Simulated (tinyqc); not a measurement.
# Bias-temperature instability from a Gaussian distribution of capture and emission barriers, step by step

A worked calculation. Computed by tinyqc, a small Python program that keeps every step. Command: `OMP_NUM_THREADS=1 python tinyqc.py 3001493 3001494 out.jsonl bti walk`. One thread of a shared host (Intel(R) Xeon(R) Processor @ 2.30GHz), about 0.01 s of CPU time with the checks. Intermediate numbers are printed to about 5 digits and carried at full precision; extremes and crossings named in words are read from the listed rows.

Each trap has a capture time tau_0 exp(E_c/(k_B T)) under stress and an emission time tau_0 exp(E_e/(k_B T)) after it. E_c is Gaussian, and E_e = E_c + d with d Gaussian and independent. A trap counts as filled once t_s exceeds its capture time and as emptied once t_r exceeds its emission time.

Inputs (values chosen for the exercise, for a model p-channel transistor):
```
quantity,value,unit
shift with all traps filled V_max,63,mV
mean capture barrier at zero field mu_c,1.88,eV
spread of capture barriers sigma_c,0.36,eV
lowering of mu_c per field k_F,0.062,eV/(MV/cm)
oxide field F,6.9,MV/cm
"mean of E_e - E_c at the stress field, delta",-0.24,eV
"spread of E_e - E_c, sigma_d",0.19,eV
time constant tau_0,5e-11,s
temperature T,175,C
stress time t_s,2000,s
recovery time t_r,200,s
failure criterion,30,mV
```

Constants: k_B = 8.617333262e-05 eV/K.

## Stress

Demarcation energies E_s = k_B T ln(t_s/tau_0), E_r = k_B T ln(t_r/tau_0); mean barrier mu = mu_c - k_F F; z = (E_s - mu)/sigma_c; Phi is the standard normal distribution. Temperatures in kelvin are T(C) + 273.15. Shift without recovery dV0 = V_max Phi(z); local time exponent n = d ln dV0/d ln t_s = (k_B T/sigma_c) exp(-z^2/2)/(sqrt(2 pi) Phi(z)); apparent activation energy n E_s.

E_s = 1.2095 eV

mean barrier mu = 1.4522 eV

z = -0.67408

shift without recovery dV0 = 15.758 mV

time exponent n = 0.13632

apparent activation energy = 0.16489 eV

The stress has filled 25 % of the traps. The apparent energy 0.165 eV is only the share n of the barriers near 1.21 eV that are being crossed.

## Recovery

Remaining shift dV = V_max int_(-infinity)^(E_s) g(E_c) [1 - Phi((E_r - E_c - delta)/sigma_d)] dE_c, g the Gaussian density of E_c (Gauss-Legendre, 120 points over 7 sigma_c below E_s).

E_r = 1.1206 eV

remaining shift dV = 1.0457 mV

remaining share dV/dV0 = 0.066362

A measurement delay of t_r hides 93 % of the shift.

## Lifetime

Solve V_max Phi(z) = criterion for t_s; the power-law extrapolation from the stress point is t_s (criterion/dV0)^(1/n); 1 year = 3.15576e7 s.

log10 of the lifetime in s = 5.7883

log10 of the power-law estimate in s = 5.3522

The power law gives a time shorter by 0.44 decades, since n falls as traps fill; ten years is log10 = 8.50.

## What a measurement delay does to the time exponent

Columns: no delay, and delays of 1 us, 1 ms and 1 s.

Shift (mV):
```
t_s (s),no delay,1 us,1 ms,1 s
1.00e+00,4.296,3.142,1.267,0.157
1.00e+01,6.743,5.497,2.857,0.541
1.00e+02,10.065,8.777,5.518,1.513
1.00e+03,14.307,13.004,9.355,3.493
1.00e+04,19.406,18.099,14.258,6.792
1.00e+05,25.174,23.866,19.952,11.402
1.00e+06,31.314,30.006,26.070,16.948
1.00e+07,37.465,36.157,32.216,22.859
```

Between 10 and 1000 s the apparent exponent is 0.163 without delay, 0.187 at 1 us, 0.258 at 1 ms and 0.405 at 1 s: a slow measurement loses more of a short stress than of a long one, which steepens the curve. Without delay the exponent falls from 0.196 to 0.078 over the table, so the growth is not a true power law. Caution: step-function filling and one Gaussian population are simplifications; real devices show several populations.

Checks made by the program: time exponent against a finite difference (relative difference 2e-10).
